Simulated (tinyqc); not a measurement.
Worked calculation: Raman shift of the zone-centre optical phonon of a diamond-structure crystal under stress. Computed by tinyqc, a small Python program that keeps every step. Command: `OMP_NUM_THREADS=1 python tinyqc.py 3027153 3027154 out.jsonl ramanstress walk`. One thread of a shared host (Intel(R) Xeon(R) Processor @ 2.30GHz), about 0.01 s of CPU time with the checks. Intermediate numbers are printed to about 5 digits and carried at full precision; extremes and crossings named in words are read from the listed rows.

Axes x, y, z are the cube axes. Strain shifts the threefold optical mode and can split it; p, q and r are the phonon deformation potentials.

Inputs (values chosen for the exercise, modelled on diamond): unstrained frequency omega_0 = 1333 1/cm; p/omega_0^2 = -2.84; q/omega_0^2 = -1.82; r/omega_0^2 = -1.89; C11 = 1071 GPa; C12 = 126.5 GPa; C44 = 582 GPa; stress sigma (tension positive) = 0.19 GPa; polarisation angle phi = 75 degree; temperature coefficient d omega/dT = -0.012 1/(cm K); local temperature T = 520 K; laser wavelength = 532 nm.

Stress state: uniaxial. Axis: [110].

Constants: h = 6.62607015e-34 J s; c = 299792458 m/s; k_B = 1.380649e-23 J/K.

## Compliances

S11 = (C11 + C12)/D, S12 = -C12/D, D = (C11 - C12)(C11 + 2 C12), S44 = 1/C44.

S11 = 0.95760 1/TPa

S12 = -0.10116 1/TPa

S44 = 1.7182 1/TPa

## Stress and strain tensors

Uniaxial stress along the unit vector n of the axis: sigma_ij = sigma n_i n_j. eps_xx = S11 sigma_xx + S12 (sigma_yy + sigma_zz), and cyclic; eps_xy = S44 sigma_xy/2 (tensor strain).

stress (GPa), rows x, y, z:
$$\begin{pmatrix}
0.095 & 0.095 & 0.000 \\
0.095 & 0.095 & 0.000 \\
0.000 & 0.000 & 0.000
\end{pmatrix}$$

strain (per mille), rows x, y, z:
$$\begin{pmatrix}
0.081362 & 0.081615 & 0.000000 \\
0.081615 & 0.081362 & 0.000000 \\
0.000000 & 0.000000 & -0.019220
\end{pmatrix}$$

volume strain = 0.14350 per mille

## Secular matrix and shifts

Secular matrix: M_xx = p eps_xx + q (eps_yy + eps_zz), M_xy = 2 r eps_xy; its eigenvalues are omega^2 - omega_0^2, and the shifts are these over 2 omega_0.

M/(2 omega_0) (1/cm), rows x, y, z:
$$\begin{pmatrix}
-0.22939 & -0.20562 & 0.00000 \\
-0.20562 & -0.22939 & 0.00000 \\
0.00000 & 0.00000 & -0.16101
\end{pmatrix}$$

shifts, in rising order (1/cm): [-0.43501, -0.16101, -0.02377]

All three modes are split. Tension softens every mode.

## Mean shift and Grueneisen parameter

gamma = -(p + 2q)/(6 omega_0^2); the mean of the three shifts is -gamma omega_0 x (volume strain).

mode Grueneisen parameter gamma = 1.08

mean shift = -0.20659 1/cm

## The line seen from a (001) surface

Backscattering from a (001) surface: incident polarisation (cos phi, sin phi, 0). With Raman tensors (R_z)_xy = (R_z)_yx = 1 and cyclic, only the z component u_z of a mode counts: I = u_z^2 sin^2(2 phi) for parallel and u_z^2 cos^2(2 phi) for crossed polarisers. An unresolved line sits at the intensity-weighted shift, which is M_zz/(2 omega_0).

total intensity, parallel = 0.25

total intensity, crossed = 0.75

shift of the observed line = -0.16101 1/cm

shift per stress = -0.84742 1/(cm GPa)

stress per shift = -1180.1 MPa cm

The z-polarised mode is an eigenmode here, so one line is seen.

## The same stress in different states

Uniaxial: sigma n n^T; biaxial: sigma (1 - n n^T); hydrostatic: sigma 1. The line seen from (001) is taken as unresolved, at the intensity-weighted shift M_zz/(2 omega_0).

Shifts (1/cm):
```
state                    lowest    middle   highest  line seen from (001)
uniaxial [100]         -0.29777  -0.16101  -0.16101              -0.16101
uniaxial [110]         -0.43501  -0.16101  -0.02377              -0.16101
uniaxial [001]         -0.29777  -0.16101  -0.16101              -0.29777
uniaxial [111]         -0.48075  -0.06952  -0.06952              -0.20659
biaxial, normal [001]  -0.45878  -0.45878  -0.32202              -0.32202
biaxial, normal [111]  -0.55027  -0.55027  -0.13903              -0.41319
hydrostatic            -0.61978  -0.61978  -0.61978              -0.61978
```

Seen from (001), uniaxial stress along [100] and along [110] give the same shift (-0.161), and equal biaxial stress in the plane gives twice as much (-0.322), since only sigma_xx + sigma_yy and sigma_zz enter M_zz. Stress along [001] gives -0.298. One measured shift therefore fixes the stress only once its state is assumed: read as uniaxial in the plane, a shift implies twice the stress that it does read as biaxial.

## Heating mistaken for stress

A temperature above 300 K shifts the line by (d omega/dT)(T - 300 K); divided by the shift per stress it poses as a stress; the total shift adds it to the shift of the observed line. The anti-Stokes to Stokes ratio is [(omega_L + omega_0)/(omega_L - omega_0)]^3 exp(-h c omega_0/(k_B T)) in photon counts, omega_L = 1/wavelength, resonance effects left out.

thermal shift = -2.64 1/cm

apparent stress from heating = 3.1154 GPa

total shift = -2.8010 1/cm

anti-Stokes/Stokes ratio = 0.038310

Heating poses as tension, 1640 % of the true stress in size; the intensity ratio gives T apart from the shift.

Checks made by the program: mean of the eigenvalues against the trace rule (relative difference below 1e-10); weighted mean of the modes against M_zz (relative difference below 1e-10).
